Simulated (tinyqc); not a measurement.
Inversion layer as a triangular well, valleys of the Ge type: one step. Fermi level and populations. Three cases, with inputs chosen for the exercise.

Task: Solve for EF; c = hbar^2/2m0. The mean distance is sum n_i <z>_i/Ns.

Subband i holds n_i = g m_d/(2 pi c) kB T ln(1 + exp((EF - E_i)/kB T)) (spin included), and EF is fixed by sum n_i = Ns over the levels listed or, where none are listed, over j = 0 to 9 of each group; 1e12/cm^2 = 1e-4/angstrom^2.

Constants: hbar^2/2m0 = 3.80998211 eV angstrom^2; kB = 8.617333262e-05 eV/K.

Give: EF; Populations; mean distance from the surface.

Case 1.

Values chosen (out of a larger set: near those of Ge; not measured data): Ns = 1.3 x 1e12/cm^2 (electron sheet density); T = 300 K (temperature).

Subbands:
```
label  valleys g  m_d (m0)    E (eV)  <z> (angstrom)
0              1  0.081000  0.031993         20.5949
1              1  0.081000  0.055937         36.0081
2              1  0.081000  0.075540         48.6270
0'             3  0.339954  0.083243         53.5857
3              1  0.081000  0.092865         59.7796
4              1  0.081000  0.108702         69.9746
5              1  0.081000  0.123460         79.4746
6              1  0.081000  0.137383         88.4373
1'             3  0.339954  0.145542         93.6893
7              1  0.081000  0.150633         96.9668
```

Result:

EF = 0.0105 eV

Populations:
```
label  (EF - E)/kB T  n (1e12/cm^2)  share (%)
0              -0.83          0.316       24.3
1              -1.76          0.139       10.7
2              -2.52          0.068        5.2
0'             -2.81          0.641       49.3
3              -3.19          0.035        2.7
4              -3.80          0.019        1.5
5              -4.37          0.011        0.8
6              -4.91          0.006        0.5
1'             -5.22          0.059        4.6
7              -5.42          0.004        0.3
```

mean distance from the surface = 46.18 angstrom

The lowest subband holds 24.3 % of the electrons and is partly degenerate (EF within a few kB T of its edge). The fullest is 0', with 49 %, thanks to its larger g m_d.

Case 2.

Values chosen (out of a larger set: near those of Ge; not measured data): Ns = 2.5 x 1e12/cm^2 (electron sheet density); T = 77 K (temperature).

Subbands:
```
label  valleys g  m_d (m0)    E (eV)  <z> (angstrom)
0              4  0.298451  0.138529         36.3084
1              4  0.298451  0.242204         63.4816
2              4  0.298451  0.327084         85.7286
3              4  0.298451  0.402101        105.3905
4              4  0.298451  0.470676        123.3641
5              4  0.298451  0.534576        140.1124
6              4  0.298451  0.594863        155.9135
7              4  0.298451  0.652236        170.9509
8              4  0.298451  0.707188        185.3539
9              4  0.298451  0.760083        199.2176
```

Result:

EF = 0.1393 eV

Populations:
```
label  (EF - E)/kB T  n (1e12/cm^2)  share (%)
0               0.12          2.500      100.0
1             -15.50          0.000        0.0
2             -28.30          0.000        0.0
3             -39.60          0.000        0.0
4             -49.94          0.000        0.0
5             -59.57          0.000        0.0
6             -68.65          0.000        0.0
7             -77.30          0.000        0.0
8             -85.58          0.000        0.0
9             -93.55          0.000        0.0
```

mean distance from the surface = 36.31 angstrom

The lowest subband holds 100.0 % of the electrons and is partly degenerate (EF within a few kB T of its edge).

Case 3.

Values chosen (out of a larger set: near those of Ge; not measured data): Ns = 0.94 x 1e12/cm^2 (electron sheet density); T = 400 K (temperature).

Subbands:
```
label  valleys g  m_d (m0)    E (eV)  <z> (angstrom)
0              4  0.297685  0.070418         50.3432
1              4  0.297685  0.123119         88.0201
2              4  0.297685  0.166266        118.8665
3              4  0.297685  0.204400        146.1287
4              4  0.297685  0.239259        171.0499
5              4  0.297685  0.271741        194.2721
6              4  0.297685  0.302386        216.1810
7              4  0.297685  0.331551        237.0311
8              4  0.297685  0.359485        257.0015
9              4  0.297685  0.386372        276.2241
```

Result:

EF = -0.0384 eV

Populations:
```
label  (EF - E)/kB T  n (1e12/cm^2)  share (%)
0              -3.16          0.714       75.9
1              -4.69          0.157       16.7
2              -5.94          0.045        4.8
3              -7.05          0.015        1.6
4              -8.06          0.005        0.6
5              -9.00          0.002        0.2
6              -9.89          0.001        0.1
7             -10.73          0.000        0.0
8             -11.54          0.000        0.0
9             -12.32          0.000        0.0
```

mean distance from the surface = 62.76 angstrom

The lowest subband holds 75.9 % of the electrons and is not degenerate (EF well below its edge).

Computed by tinyqc, one run a case: `OMP_NUM_THREADS=1 python tinyqc.py N N+1 out.jsonl` with N = 1281510, 1281847, 1282162; one thread of a shared Intel(R) Xeon(R) Processor @ 2.30GHz, about 0.05 s a run at most.
